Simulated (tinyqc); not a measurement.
Stepped quantum well by finite differences, step by step. Values are carried at full precision from step to step, so a last printed digit may differ when a step is redone from the rounded ones.

Finite differences on points z_i at the centres of cells of width h: H_ii = (c/h^2)(1/m_(i-1/2) + 1/m_(i+1/2)) + V_i, H_(i,i+1) = -(c/h^2)/m_(i+1/2), where m_(i+1/2) is the mean of the masses at the two points (the end values are repeated outwards), psi = 0 on the points beyond both ends, c = hbar^2/2m0. The field adds e F (z - z0) with z0 the middle of the structure; 1 kV/cm = 1e-5 eV/angstrom.

Constants: hbar^2/2m0 = 3.80998211 eV angstrom^2.

Values chosen for the exercise (near those of an InGaAs well in InAlAs; not measured data):
- layers = ((54, 0.544, 0.0751), (36, 0, 0.0417), (72, 0.228, 0.0557), (54, 0.544, 0.0751)) (each layer: thickness in angstrom, band edge in eV, mass in m0)
- F = 0 kV/cm (field along z)
- h = 18 angstrom (cell width of the coarse grid)
- hf = 1.125 angstrom (cell width of the fine grid)

## The coarse grid

List the points, the potential with the field, and the masses.

Grid:
```
i   z (angstrom)  V (eV)  m (m0)
1            9.0  0.5440  0.0751
2           27.0  0.5440  0.0751
3           45.0  0.5440  0.0751
4           63.0  0.0000  0.0417
5           81.0  0.0000  0.0417
6           99.0  0.2280  0.0557
7          117.0  0.2280  0.0557
8          135.0  0.2280  0.0557
9          153.0  0.2280  0.0557
10         171.0  0.5440  0.0751
11         189.0  0.5440  0.0751
12         207.0  0.5440  0.0751
```

## The tridiagonal Hamiltonian

Form the diagonal and the neighbouring elements; V in the grid already includes the field.

diagonal H_ii (eV): 0.8572  0.8572  0.9019  0.4834  0.5235  0.6806  0.6502  0.6502  0.6189  0.8804  0.8572  0.8572

H_(i,i+1) (eV): -0.1566  -0.1566  -0.2014  -0.2820  -0.2415  -0.2111  -0.2111  -0.2111  -0.1798  -0.1566  -0.1566

## Lowest levels on the coarse grid

Diagonalise the symmetric tridiagonal matrix; give the three lowest levels and the weights u_i^2 (sum 1) of the two lowest.

levels (eV): 0.1280  0.3024  0.4607

weights on the points:
```
             1      2      3      4      5      6      7      8      9     10     11     12
level 1  0.000  0.001  0.028  0.376  0.427  0.125  0.032  0.008  0.002  0.000  0.000  0.000
level 2  0.000  0.001  0.009  0.066  0.010  0.044  0.240  0.356  0.243  0.028  0.003  0.000
```

## Halving the cell width

The same with h, h/2, ..., h/32. The end points move with h, since psi vanishes half a cell beyond the structure. Richardson value (4 E(h/32) - E(h/16))/3.

Convergence:
```
cell (angstrom)  points  E1 (eV)  E2 (eV)  E1 - finest (meV)
18.0000              12  0.12798  0.30238            -20.304
9.0000               24  0.14263  0.31021             -5.654
4.5000               48  0.14684  0.31248             -1.441
2.2500               96  0.14794  0.31307             -0.346
1.1250              192  0.14822  0.31322             -0.069
0.5625              384  0.14829  0.31326              0.000
```

Richardson values of E1, E2 (eV): 0.14831  0.31327

The coarse grid is 20.3 meV too low in E1. The last differences between rows shrink by a factor 4.0 (4 for a pure h^2 error, 2 for one linear in h).

## Positions and dipoles on the fine grid

With h sum psi^2 = 1: <z - z0> of three levels, |z_12| and |z_13|, the mass m1 from 1/m1 = <1|1/m|1>, and f_1j = (m1/c)(E_j - E_1) z_1j^2.

levels (eV): 0.1482  0.3132  0.4937

<z - z0> (angstrom): -28.7  19.3  8.6

|z_12|, |z_13| (angstrom): 14.54  9.04

m1 = 0.0456 m0

f_12, f_13: 0.417  0.338

Parity is broken, so the 1-3 transition is allowed, with 0.81 times the strength of 1-2. E2 - E1 = 165.0 meV, a wavelength of 7.5 micrometre (hc = 1239.841984 eV nm).

## Checks

- E1 at zero field on the grid h/32 against transfer matrices between the same hard ends, eV: both 0.1483.

Run: tinyqc, `OMP_NUM_THREADS=1 python tinyqc.py 1281393 1281394 out.jsonl`; Intel(R) Xeon(R) Processor @ 2.30GHz, one thread, shared host; about 0.02 s of CPU time with all checks.
